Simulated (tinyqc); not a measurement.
Thermal stress, cracking, delamination and buckling of a thin film; Griffith cracks and misfitting inclusions: one step, computed by the program tinyqc. Command: `OMP_NUM_THREADS=1 python tinyqc.py 3002679 3002680 out.jsonl filmcrack walk`. One thread of a shared host (Intel(R) Xeon(R) Processor @ 2.30GHz), about 0.01 s of CPU time with the checks.

Isotropic linear elasticity; the substrate is much thicker than the film; stress is positive in tension.

Question. Stress in the film. Thermal strain = (alpha_f - alpha_s)(T_d - T); stress = E/(1 - nu) x strain + intrinsic stress; plane-strain modulus Ebar = E/(1 - nu^2); G0 = stress^2 h/(2 Ebar) is the energy freed per area when a long strip loses its stress across its width.

Inputs (values chosen for the exercise, modelled on a silicon dioxide film on silicon):
```
quantity                     value        unit
film Young's modulus E        73.4         GPa
film Poisson ratio nu         0.17           -
film expansion alpha_f       0.546      1e-6/K
substrate expansion alpha_s    3.2      1e-6/K
deposition temperature T_d    1100           K
final temperature T            300           K
intrinsic stress               -53         MPa
film thickness h             0.053  micrometre
```

Give: thermal strain; film stress; Ebar; G0.

Answer.

thermal strain = -0.002123

film stress = -240.8 MPa

Ebar = 75.58 GPa

G0 = 0.02032 J/m^2

The film ends in compression; the thermal part is -188 MPa.
